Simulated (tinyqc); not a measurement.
On-chip interconnect, size-dependent resistivity and RC delay: course in time.

A rectangular line between two neighbours and two ground planes. Surface and grain-boundary scattering are added to the bulk resistivity as corrections; capacitances are parallel-plate values without fringing; inductance is ignored.

5 equal pi sections: series Rs = r Lw/5; node capacitances c Lw/5, halved at nodes 0 and 5, with Cl added to node 5; Rd feeds node 0. Elmore delay of node k: the sum, over the resistors on the path to k, of resistance times all capacitance downstream of it.

A 1 V step is applied behind Rd at t = 0. C dv/dt = -G v + b, with G the conductance matrix of the ladder (1/Rs between neighbours, 1/Rd added at node 0) and b = (1 V/Rd, 0, ...). Backward Euler step: (C/dt + G) v(new) = (C/dt) v + b. The last column solves the same ladder exactly by its modes.

Values chosen for this exercise: driver resistance Rd = 1400 ohm; time step dt = 12 ps.

Rs = 72.3580 ohm
C, node 0 to 5 (fF): 5.36016  10.7203  10.7203  10.7203  10.7203  5.50016

Voltages (V):
```
t (ps)  node 0  node 2  node 5  node 5, exact
12.00   0.1910  0.1298  0.0993         0.1019
24.00   0.3004  0.2425  0.2099         0.2243
36.00   0.3907  0.3396  0.3103         0.3302
48.00   0.4687  0.4242  0.3984         0.4216
60.00   0.5367  0.4978  0.4754         0.5005
72.00   0.5960  0.5621  0.5425         0.5687
84.00   0.6477  0.6181  0.6011         0.6275
96.00   0.6928  0.6670  0.6521         0.6784
108.0   0.7321  0.7096  0.6966         0.7223
120.0   0.7664  0.7467  0.7354         0.7602
132.0   0.7963  0.7792  0.7693         0.7929
144.0   0.8223  0.8074  0.7988         0.8212
```

What does the comparison show?

The far end of the ladder reaches 0.5 V at 59.91 ps, 0.705 of its Elmore delay (ln 2 = 0.693 for a single pole); the slowest mode has a time constant of 81.79 ps. The largest error of the backward Euler steps at that node is 26 mV.

Numbers from tinyqc (`OMP_NUM_THREADS=1 python tinyqc.py 2100078 2100079 out.jsonl`; about 0.01 s on one thread of a shared Intel Xeon 2.30GHz).
